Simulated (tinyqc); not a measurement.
Worked calculation: G0W0 on RHF in the sto-6g basis, for H2, spin multiplicity 1. Computed by tinyqc, a small Python program that keeps every step (integrals from PySCF). Settings: charge = 0, multiplicity = 1, basis = sto-6g, method = RHF, energy threshold = 1e-10, iteration cap = 90, orthogonalisation = symmetric, start = core, DIIS depth = 6. Command: `OMP_NUM_THREADS=1 python tinyqc.py 26685 26686 out.jsonl` (the two numbers bound the seeds that draw the settings). One thread of a shared host (Intel(R) Xeon(R) Processor @ 2.60GHz), about 0.02 s of CPU time with the checks. The early iterations of the SCF are left out here.

## One-electron integrals

Geometry (angstrom):
```
atom        x        y        z
H     0.00000  0.00000  0.00000
H     0.00000  0.00000  0.75200
```

Basis sto-6g: exponents (1/bohr^2) and contraction coefficients of normalised primitives:
```
element  l (shell)  exponent  coefficient
H            s (1)  35.52322      0.00916
H            s (1)   6.51314      0.04936
H            s (1)   1.82214      0.16854
H            s (1)   0.62596      0.37056
H            s (1)   0.24308      0.41649
H            s (1)   0.10011      0.13033
```

Overlap, kinetic and nuclear-attraction integrals over the contracted functions; the nuclear repulsion is the sum of Za Zb / Rab.

nuclear repulsion = 0.7036931 hartree

overlap S:
```
         1H 1s    2H 1s
1H 1s  1.00000  0.65189
2H 1s  0.65189  1.00000
```

kinetic energy T (hartree):
```
         1H 1s    2H 1s
1H 1s  0.76852  0.22792
2H 1s  0.22792  0.76852
```

nuclear attraction V (hartree):
```
          1H 1s     2H 1s
1H 1s  -1.88596  -1.17591
2H 1s  -1.17591  -1.88596
```

core Hamiltonian H = T + V (hartree):
```
          1H 1s     2H 1s
1H 1s  -1.11744  -0.94799
2H 1s  -0.94799  -1.11744
```

## Two-electron integrals

Functions are numbered as in S; the eight-fold symmetry (ij|kl) = (ji|kl) = (kl|ij) leaves the list below.

Two-electron integrals (ij|kl) in chemists' order, unique and non-zero (hartree):
```
(11|11) 0.77500   (21|11) 0.43759   (21|21) 0.28940   (22|11) 0.56549
(22|21) 0.43759   (22|22) 0.77500
```

## Orthogonalisation

S = U s U^T; symmetric (Loewdin) form X = U s^(-1/2) U^T, so that X^T S X = 1.

eigenvalues of S: 0.34811  1.65189

X:
```
          1H 1s     2H 1s
1H 1s   1.23647  -0.45842
2H 1s  -0.45842   1.23647
```

## Starting guess

The start is the orbitals of the core Hamiltonian; D = 2 C_occ C_occ^T.

D at the start:
```
         1H 1s    2H 1s
1H 1s  0.60537  0.60537
2H 1s  0.60537  0.60537
```

## Iteration 2 (converged): orbitals

converged F (hartree):
```
          1H 1s     2H 1s
1H 1s  -0.36323  -0.59146
2H 1s  -0.59146  -0.36323
```

Diagonalise F' = X^T F X, C = X C', fill 1 alpha and 1 beta electrons from the bottom; D = 2 C_occ C_occ^T. Each column has its largest component positive (the first on a tie).

F' = X^T F X (hartree):
```
          1         2
1   0.03885  -0.61679
2  -0.61679   0.03885
```

orbital energies (hartree): MO1 -0.57794, MO2 0.65564

coefficients C:
```
           MO1       MO2
1H 1s  0.55017   1.19847
2H 1s  0.55017  -1.19847
```

D after iteration 2:
```
         1H 1s    2H 1s
1H 1s  0.60537  0.60537
2H 1s  0.60537  0.60537
```

## Convergence

Stop when the energy changes by less than 1e-10 hartree and every element of the error matrix X^T (F D S - S D F) X is below 3e-06.

Course of the cycle:
```
iteration  E (hartree)     change  largest element of the error matrix
1           -1.1245826          -                             2.53e-16
2           -1.1245826  -2.22e-16                             3.16e-16
```

PySCF RHF in the same basis = -1.1245826 hartree

Converged in 2 iterations.

## Populations, bond orders and dipole

Mulliken: Z minus the diagonal of D S on the atom; Loewdin: the same with S^(1/2) D S^(1/2); Mayer order: 2 sum_s sum (D(s) S)_ij (D(s) S)_ji over the two atoms.

Charges (e):
```
atom  Mulliken  Loewdin
1H           0        0
2H           0        0
```

Mayer bond orders:
```
pair    order
2-1   1.00000
```

dipole moment about the origin, x y z (debye): 0.00000  0.00000  0.00000

## Integrals over molecular orbitals

(pq|rs) = sum C_ip C_jq C_kr C_ls (ij|kl), one index at a time.

one-electron integrals over orbitals h = C^T H C (hartree):
```
          1         2
1  -1.25034   0.00000
2   0.00000  -0.48678
```

Two-electron integrals over orbitals (pq|rs), unique and non-zero (hartree):
```
(11|11) 0.67240   (21|21) 0.18217   (22|11) 0.66230   (22|22) 0.69697
```

## Screening: direct RPA

With D = e_a - e_i and K = (ia|jb): diagonalise D^(1/2) (D + 4K) D^(1/2) = Z w^2 Z^T; X + Y = D^(1/2) Z w^(-1/2), each column of Z with its largest component positive (the first on a tie); E_c = (sum w - tr (D + 2K)) / 2.

D^(1/2) (D + 4K) D^(1/2) (hartree^2):
```
         1>2
1>2  2.42061
```

excitation energies w (hartree): 1.55583

X + Y:
```
           1
1>2  0.89043
```

RPA correlation energy = -0.0210460 hartree

## G0W0 on Hartree-Fock: HOMO

W(p,q,m) = sqrt2 sum_ia (pq|ia) (X+Y)_ia,m; Sigma_c(x) = sum_(i,m) W^2/(x - e_i + w_m) + sum_(a,m) W^2/(x - e_a - w_m); solve x = e_p + Sigma_c(x) by Newton steps; Z = 1/(1 - dSigma/dx); 1 hartree = 27.211386 eV.

The 12 largest terms at x = e_p (hartree; W for the signs of X + Y given):
```
q  m        W      term
2  1  0.22940  -0.01887
```

Newton steps (hartree):
```
step         x  Sigma_c(x)        Z
0     -0.57794    -0.01887  0.99328
1     -0.59668    -0.01874  0.99337
2     -0.59668    -0.01874  0.99337
```

quasiparticle energy of the HOMO = -16.23639 eV

Hartree-Fock value = -15.72643 eV

## G0W0 on Hartree-Fock: LUMO

As before.

The 12 largest terms at x = e_p (hartree; W for the signs of X + Y given):
```
q  m        W     term
1  1  0.22940  0.01887
```

Newton steps (hartree):
```
step        x  Sigma_c(x)        Z
0     0.65564     0.01887  0.99328
1     0.67438     0.01874  0.99337
2     0.67438     0.01874  0.99337
```

quasiparticle energy of the LUMO = 18.35089 eV

Hartree-Fock value = 17.84094 eV
